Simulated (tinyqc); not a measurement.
Ellipsoidal valleys in the axes of a wafer and a channel, step by step. Values are carried at full precision from step to step, so a last printed digit may differ when a step is redone from the rounded ones.

Valleys with axes a along x, y and z, two valleys each; inverse mass tensor w = 1/mt + (1/ml - 1/mt) a a. Device axes: z = nz/|nz|, x = nx/|nx|, y = z cross x; in them a = (ax, ay, az). Confinement mass mz = 1/w_zz. In the plane w_ij is replaced by u_ij = w_ij - w_iz w_jz/w_zz (i, j = x, y); density-of-states mass md = 1/sqrt(det u); conductivity mass along x mc = 1/u_xx; ballistic transport mass mx = u_yy/det u, width mass my = 1/u_yy.

Constants: hbar^2/2m0 = 3.80998211 eV angstrom^2; kB = 8.617333262e-05 eV/K.

Inputs chosen for the exercise (near those of the Delta valleys of Si; not measured data): ml = 0.935 m0 (longitudinal mass); mt = 0.191 m0 (transverse mass); nz = (1, 1, 3) (surface normal (confinement)); nx = (1, -1, 0) (channel direction); t = 8.5 nm (thickness of the film); T = 400 K (temperature).

## Device axes and valley axes

Give the rows x, y, z in cubic components and each valley axis in device components.

device axes:
```
    [100]    [010]    [001]
x  0.7071  -0.7071   0.0000
y  0.6396   0.6396  -0.4264
z  0.3015   0.3015   0.9045
```

valley axes:
```
        ax       ay      az
x   0.7071   0.6396  0.3015
y  -0.7071   0.6396  0.3015
z   0.0000  -0.4264  0.9045
```

## Tensors of the valley z

Form w and the reduced tensor u.

w (1/m0):
```
        x       y       z
x  5.2356  0.0000  0.0000
y  0.0000  4.4781  1.6068
z  0.0000  1.6068  1.8270
```

u (1/m0):
```
        x       y
x  5.2356  0.0000
y  0.0000  3.0649
```

The axis is tilted against the normal, so w_xz or w_yz is not zero and the reduction changes the masses in the plane.

## Masses of all valleys

Give mz, md, mc, mx and my.

Masses (m0):
```
valley      mz      md      mc      mx      my
x       0.2059  0.4070  0.3344  0.5630  0.2943
y       0.2059  0.4070  0.3344  0.5630  0.2943
z       0.5473  0.2496  0.1910  0.1910  0.3263
```

mz md^2 = ml mt^2 = 0.03411 for every valley, so a heavy confinement mass comes with a small density of states. The heaviest mz is 0.547, for z.

## Subbands and shares in a film

Hard walls: E_n = c (n pi/t)^2/mz, c = hbar^2/2m0, n = 1, 2, 3. Non-degenerate share of a valley proportional to md sum_n exp(-E_n/kT); mean 1/mc = sum of share/mc. 1 nm = 10 angstrom.

Give the ladders, the shares and the mean conductivity mass.

Subbands:
```
valley  E1 (meV)  E2 (meV)  E3 (meV)  share
x           25.3     101.1     227.5  0.299
y           25.3     101.1     227.5  0.299
z            9.5      38.0      85.6  0.402
```

mean mc = 0.2568 m0

The lowest ladder (z) holds 40 % of the electrons in these valleys, the next starts 16 meV higher. With E3 - E1 below about 3 kT, three subbands are too few and the shares are approximate.

## Checks

- mz md^2 against ml mt^2: they agree to 1e-10 or better.
- mx my against md^2: they agree to 1e-10 or better.

Run: tinyqc, `OMP_NUM_THREADS=1 python tinyqc.py 1880996 1880997 out.jsonl`; Intel(R) Xeon(R) Processor @ 2.30GHz, one thread, shared host; about 0.01 s of CPU time with all checks.
